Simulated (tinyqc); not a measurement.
# A spin-degenerate level with charging energy between two leads, rate equations: effects of single changes

States 0, up, down and 2 with energies 0, e1 - Ez/2, e1 + Ez/2 and 2 e1 + U. mu_L = +V/2, mu_R = -V/2 (meV), f(x) = 1/(1 + exp(x/kB T)). A transition that adds one electron of given spin at the energy E has the rate G f(E - mu) from each lead, and its reverse G [1 - f(E - mu)]. I counts electrons leaving the left lead, times q.

Parameters, values chosen for the exercise:
- U = 8.3 meV (charging energy of the second electron)
- e1 = -10.18 meV (level)
- GL = 0.051 1/ns (tunnel rate to the left lead)
- GR = 1.6 1/ns (tunnel rate to the right lead)
- T = 2.3 K (temperature)
- Ez = 0 meV (Zeeman splitting)

Constants: q = 1.602176634e-19 C, kB = 1.380649e-23 J/K, Vt = kB T/q. Results are converted to the units shown.

Each table varies one quantity; the others keep the values above.

## Shape of a conductance peak

Transition energies: 0-up e1 - Ez/2, 0-down e1 + Ez/2, up-2 e1 + U + Ez/2, down-2 e1 + U - Ez/2. dp/dt = W p; W_ji is the rate from state i to j, and each column sums to zero. Steady state: W p = 0 with sum p = 1. I = q GL sum over transitions i-j of [fL p_i - (1 - fL) p_j]. The conductance is dI/dV at V = 0; the last column divides it by q^2 GL GR/((GL + GR) 4 kB T), the peak of one spinless level.

Results:
```
e1 (meV)	dI/dV (nS)	mean number	scaled
-0.793	0.7114	0.9909	0.07122
-0.634	1.535	0.9800	0.1537
-0.476	3.174	0.9567	0.3178
-0.317	6.099	0.9083	0.6106
-0.159	10.10	0.8169	1.011
0	13.32	0.6667	1.333
0.159	13.04	0.4728	1.306
0.476	5.618	0.1534	0.5625
0.634	2.897	0.07546	0.2900
0.793	1.385	0.03530	0.1387
```

Estimate the missing row, e1 = 0.317 meV.

Computed row:
```
e1 (meV)	dI/dV (nS)	mean number	scaled
0.317	9.565	0.2878	0.9576
```

With this row back in the table: The conductance peaks at e1 = 0 meV among the rows, with the scaled height 1.33. For U >> kB T the 0-1 peak lies at e1 = +(kB T/2) ln 2 = 0.0687 meV, with the height 8/(1 + sqrt 2)^2 = 1.373: two spin states on one side of the transition and one state on the other shift and raise it.

## Current against bias

Same model as above.

Result of one run:
```
V (mV)	I (pA)	I (GL + GR)/(q GL GR)	mean number	p(2)
18.96	8.1570	1.0301	1.0017	0.0155
```

What becomes of these results when the bias V is changed from 18.96 to 6.87 mV, all else the same?

Result of the changed run:
```
V (mV)	I (pA)	I (GL + GR)/(q GL GR)	mean number	p(2)
6.87	8.0413	1.0155	1.0159	0.0159
```

The whole series:
```
V (mV)	I (pA)	I (GL + GR)/(q GL GR)	mean number	p(2)
0.83	0.0096026	0.0012127	1.9988	0.999
2.84	1.3031	0.16455	1.8405	0.841
4.86	7.7961	0.98451	1.0459	0.0459
6.87	8.0413	1.0155	1.0159	0.0159
8.89	8.0429	1.0157	1.0157	0.0157
10.9	8.0429	1.0157	1.0157	0.0157
12.91	8.0429	1.0157	1.0157	0.0157
14.93	8.0429	1.0157	1.0157	0.0157
16.94	8.0436	1.0158	1.0156	0.0157
18.96	8.1570	1.0301	1.0017	0.0155
20.97	13.522	1.7076	0.34516	5.33e-3
22.99	15.817	1.9975	0.064242	9.92e-4
25	15.837	2.0000	0.061796	9.54e-4
```

The scaled current rises from 0.00121 to 2.00. A transition enters the bias window when V = 2 |E|: at 3.76, 20.4 mV, each step a few kB T = 0.198 meV wide. With all four transitions inside, the scaled current tends to 2 and the mean number to 2 GL/(GL + GR) = 0.0618; the last row has 2.00 and 0.0618.

Range of the model: Rate equations need hbar G well below kB T; cotunnelling and the Kondo effect are left out.

Program tinyqc, `OMP_NUM_THREADS=1 python tinyqc.py 2780132 2780133 out.jsonl`; Intel Xeon 2.30GHz, shared host, one thread, about 0.01 s.
